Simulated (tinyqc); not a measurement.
MOS inversion layer, Poisson-Schroedinger loop: one step of the calculation.

Electrons confined at an insulator interface at z = 0, treated as a hard wall; parabolic valleys, Hartree approximation, no image or exchange terms. The depletion charge lies far deeper than the electrons and gives a uniform field q Nd/(eps0 eps_r); the gate balances all charge. Energies are counted from the band edge at the interface.

Problem. Levels and probability densities. Tridiagonal Hamiltonian with psi = 0 one step beyond both ends: H_ii = C (1/m_(i-1/2) + 1/m_(i+1/2))/hz^2 + V0_i + U_i (+ dE for the set B), H_(i,i+1) = -C/(m_(i+1/2) hz^2), C = hbar^2/(2 m0). The lowest 2 level(s) of each valley set are kept, normalised to hz sum |psi|^2 = 1. The mass is the same on all intervals.

Inputs (values chosen for the exercise); masses and permittivity close to those of silicon (110):
- mz1 = 0.318 m0 (mass along z of valley set A (4 valley(s)))
- mz2 = 0.19 m0 (mass along z of valley set B (2 valley(s)))
- dE = 0 eV (extra shift of set B (strain))
- hz = 0.64 nm (mesh step)

Constants: q = 1.602176634e-19 C, hbar = 1.054571817e-34 J s, m0 = 9.1093837015e-31 kg, hbar^2/(2 m0) = 0.0380998212 eV nm^2. Results are converted to the units shown.

fixed potential V0, node 1 to 17 (eV): [0.03464366, 0.06928733, 0.10393099, 0.13857466, 0.17321832, 0.20786199, 0.24250565, 0.27714931, 0.31179298, 0.34643664, 0.38108031, 0.41572397, 0.45036763, 0.48501130, 0.51965496, 0.55429863, 0.58894229]
self-consistent potential U at the start, node 1 to 17 (eV): [0, 0, 0, 0, 0, 0, 0, 0, 0, 0, 0, 0, 0, 0, 0, 0, 0]

Give: levels; |psi|^2 of A1; |psi|^2 of A2; |psi|^2 of B1; |psi|^2 of B2.

Solution.

levels (eV): A1 0.1634, A2 0.2835, B1 0.1945, B2 0.3383
|psi|^2 of A1, node 1 to 17 (1/nm): [0.1675, 0.4076, 0.4385, 0.3040, 0.1550, 0.0622, 0.0204, 0.0056, 0.0013, 0.0003, 0.0001, 0.0000, 0.0000, 0.0000, 0.0000, 0.0000, 0.0000]
|psi|^2 of A2, node 1 to 17 (1/nm): [0.1541, 0.2036, 0.0322, 0.0410, 0.2343, 0.3401, 0.2826, 0.1645, 0.0734, 0.0263, 0.0079, 0.0020, 0.0004, 0.0001, 0.0000, 0.0000, 0.0000]
|psi|^2 of B1, node 1 to 17 (1/nm): [0.1031, 0.2889, 0.3798, 0.3376, 0.2298, 0.1274, 0.0596, 0.0241, 0.0086, 0.0027, 0.0008, 0.0002, 0.0000, 0.0000, 0.0000, 0.0000, 0.0000]
|psi|^2 of B2, node 1 to 17 (1/nm): [0.0975, 0.1857, 0.0978, 0.0020, 0.0583, 0.1991, 0.2831, 0.2641, 0.1862, 0.1061, 0.0508, 0.0210, 0.0076, 0.0024, 0.0007, 0.0002, 0.0000]

Computed by the program tinyqc: `OMP_NUM_THREADS=1 python tinyqc.py 2160029 2160030 out.jsonl`, one thread of a shared Intel Xeon 2.30GHz, about 0.8 s for the whole run.
